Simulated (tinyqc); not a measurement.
From energy u back to temperature T: q-state Potts model on a small periodic square lattice: enumeration, Metropolis, heat-bath and Wolff steps. Computed by tinyqc, a small Python program. Command: `OMP_NUM_THREADS=1 python tinyqc.py 3113377 3113378 out.jsonl potts inv`. One thread of a shared host (Intel(R) Xeon(R) Processor @ 2.30GHz), about 0.01 s of CPU time with the checks.

E = -J x (number of nearest-neighbour bonds with equal states); n x n sites with periodic edges have 2 n^2 bonds. Order parameter m = (q f - 1)/(q - 1), f being the largest share of one state. Sites are numbered row by row from 0. Here q = 2 and n = 4.

Inputs (values chosen for the exercise, for a model of domains or grain orientations): number of states q = 2; edge n = 4; coupling J = 43 meV.

Constants: k_B = 8.617333262e-05 eV/K.

Method:
- K = J/(k_B T); the infinite square lattice orders at K_c = ln(1 + sqrt(q)); Wolff bond probability p = 1 - exp(-K).
- All q^(n^2) states are counted by their number b of equal bonds; weights g(b) exp(K b), K = J/(k_B T). Per site: u = -J <b>/n^2, c/k_B = K^2 (<b^2> - <b>^2)/n^2.
- ln Z = ln sum g(b) exp(K b); entropy per site s/k_B = (ln Z - K <b>)/n^2.

Problem. A run gave the result below. Find the temperature T, known to lie between 530 and 1400 K.

energy u = -66.31975 meV/site

Solution.

Each step takes the trial c = (a f_b - b f_a)/(f_b - f_a), f being the result less the target and a, b, c the logarithms of the listed values; c replaces end b, the old b replaces a if the sign of f changed, and otherwise f_a is halved.

Scan of the range:

| temperature T (K) | energy u (meV/site) |
|---|---|
| 530 | -78.9879 |
| 623 | -72.7030 |
| 733 | -65.6942 |
| 861 | -60.0930 |
| 1010 | -56.2043 |
| 1190 | -53.4418 |
| 1400 | -51.4714 |

False position (Illinois rule, in the logarithm of the input) inside the bracket:

| step | end a | end b | trial | energy u (meV/site) |
|---|---|---|---|---|
| 1 | 623.000 | 733.000 | 722.439 | -66.2834 |
| 2 | 623.000 | 722.439 | 721.236 | -66.3518 |
| 3 | 722.439 | 721.236 | 721.800 | -66.3197 |
| 4 | 721.236 | 721.800 | 721.800 | -66.3197 |

Energy u rises at every point of a 13-point scan of the range (every second point is shown), so one value fits; it is bracketed by 623 and 733. Answer: temperature T = 721.8 K.
